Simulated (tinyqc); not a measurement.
# Bulk transistor, scale length and short-channel effects: effects of single changes

A gate, an insulator of thickness ti and a depleted layer of depth ts on a conducting body. Below threshold the potential that source and drain add obeys Laplace's equation and vanishes on the gate and at the bottom of the depleted layer. Its lowest mode decays along the channel as exp(-k y); k is the smallest positive root of the matching condition at the interface, and the scale length is Lambda = pi/k.

Parameters, values chosen for the exercise; permittivities: semiconductor close to that of In0.53Ga0.47As, insulator close to that of silicon dioxide:

| symbol | value | unit | meaning |
|---|---|---|---|
| T | 293 | K | temperature |
| eps_r | 13.7 |  | relative permittivity of the semiconductor |
| ei | 3.81 |  | relative permittivity of the insulator |
| ti | 1.8 | nm | insulator thickness |
| ts | 16 | nm | depletion depth |
| L | 37 | nm | channel length |
| Vbi | 0.93 | V | potential of the source |
| sT | 0.43 | V | potential of the barrier top at threshold |
| Vds | 0.7 | V | drain voltage |

Constants: q = 1.602176634e-19 C, kB = 1.380649e-23 J/K, Vt = kB T/q. Results are converted to the units shown.

Each table varies one quantity; the others keep the values above.

## Effect of the depletion depth

k is the smallest positive root of f(k) = eps_r sin(k ti) cos(k ts) + ei cos(k ti) sin(k ts). Along the channel psi(y) = s + a exp(y/l) + b exp(-y/l) with psi(0) = Vbi, psi(L) = Vbi + Vds and l = 1/k = Lambda/pi; with A = Vbi - s, B = A + Vds, x = exp(-L/l): a = (B - A x) x/(1 - x^2), b = (A - B x)/(1 - x^2). The minimum is s + 2 sqrt(a b), at y = (l/2) ln(b/a). The long-channel potential follows the gate as s = sT + (Vg - VTL)/m, and the threshold VT is the gate voltage at which the minimum equals sT. Swing = m Vt ln 10/g at threshold, g = d(minimum)/ds = 1 - (b x + a)/((1 + x) sqrt(a b)). DIBL = [VT(0.05 V) - VT(Vds)]/(Vds - 0.05 V). sT and Vbi are held fixed; m = 1 + eps_r ti/(ei ts) in each row.

Results:
```
ts (nm)  Lambda (nm)  L/Lambda  VT - VTL at Vds (mV)  DIBL (mV/V)  swing (mV/decade)
6.4            10.11     3.660                -9.997        4.974              117.8
8              12.11     3.055                -23.52        11.73              107.1
12             16.81     2.201                -80.58        40.52              96.06
15             20.15     1.836                -140.5        71.20              94.58
19             24.47     1.512                -238.3        122.1              97.01
24             29.73     1.245                -385.9        200.0              104.3
```

Estimate the missing row, ts = 9.9 nm.

Computed row:
```
ts (nm)  Lambda (nm)  L/Lambda  VT - VTL at Vds (mV)  DIBL (mV/V)  swing (mV/decade)
9.9            14.39     2.572                -46.90        23.46              99.98
```

With this row back in the table: As ts goes from 6.4 to 24 nm, Lambda rises from 10.1 to 29.7 nm, DIBL rises from 4.97 to 200 mV/V and the swing goes from 118 through a minimum of 94.6 (at ts = 15 nm among the rows listed) to 104 mV a decade. On average Lambda goes as ts^(0.82). At ts = 24 nm L is under 1.5 Lambda, where higher modes, left out of the one-mode potential, count.

## Effect of the channel length

Same model as above.

The same in every row: Lambda (nm) = 21.244.

Result of one run:
```
L (nm)  L/Lambda  VT - VTL at Vds = 0.05 V (mV)  VT - VTL at Vds (mV)  DIBL (mV/V)  swing (mV/decade)
40        1.8829                        -85.140               -126.90       64.240             91.926
```

What becomes of these results when the channel length L is changed from 40 to 67 nm, all else the same?

Result of the changed run:
```
L (nm)  L/Lambda  VT - VTL at Vds = 0.05 V (mV)  VT - VTL at Vds (mV)  DIBL (mV/V)  swing (mV/decade)
67        3.1538                        -10.541               -15.591       7.7693             82.936
```

The whole series:
```
L (nm)  L/Lambda  VT - VTL at Vds = 0.05 V (mV)  VT - VTL at Vds (mV)  DIBL (mV/V)  swing (mV/decade)
23        1.0827                        -402.61               -609.63       318.49             129.49
28        1.3180                        -243.40               -366.40       189.24             110.74
33        1.5534                        -154.11               -230.86       118.08             100.16
40        1.8829                        -85.140               -126.90       64.240             91.926
47        2.2124                        -48.564               -72.136       36.264             87.533
56        2.6360                        -24.205               -35.860       17.930             84.592
67        3.1538                        -10.541               -15.591       7.7693             82.936
80        3.7657                        -3.9961               -5.9056       2.9378             82.142
96        4.5189                        -1.2196               -1.8017      0.89561             81.804
```

From L = 23 to 96 nm, DIBL falls from 318 to 0.896 mV/V and the swing falls from 129 to 81.8 mV a decade (long-channel value 81.7). Between the last two rows the threshold shift at Vds decays with a length of 13.5 nm, against 2 Lambda/pi = 13.5 nm for a shift that goes as exp(-pi L/(2 Lambda)). DIBL first drops below 100 mV/V at L = 40 nm among the rows, L/Lambda = 1.9. For L = 23 to 28 nm L is under 1.5 Lambda, where higher modes, left out of the one-mode potential, count.

## Effect of the insulator thickness

Same model as above.

Results:
```
ti (nm)  Lambda (nm)  L/Lambda  VT - VTL at Vds (mV)  DIBL (mV/V)  swing (mV/decade)
0.6           18.071    2.0475               -77.082       38.872             72.238
0.78          18.633    1.9857               -88.778       44.831             75.531
1             19.276    1.9194               -103.79       52.494             79.611
1.3           20.078    1.8428               -125.29       63.494             85.253
2.2           22.048    1.6782               -194.78       99.198             102.56
2.9           23.239    1.5921               -252.42       128.93             116.28
```

Estimate the missing row, ti = 1.7 nm.

Computed row:
```
ti (nm)  Lambda (nm)  L/Lambda  VT - VTL at Vds (mV)  DIBL (mV/V)  swing (mV/decade)
1.7           21.026    1.7597               -155.39       78.937             92.885
```

With this row back in the table: As ti goes from 0.6 to 2.9 nm, Lambda rises from 18.1 to 23.2 nm, DIBL rises from 38.9 to 129 mV/V and the swing rises from 72.2 to 116 mV a decade. On average Lambda goes as ti^(0.16).

Computed by the program tinyqc: `OMP_NUM_THREADS=1 python tinyqc.py 2420166 2420167 out.jsonl`, one thread of a shared Intel Xeon 2.30GHz, about 0.01 s for the whole run.
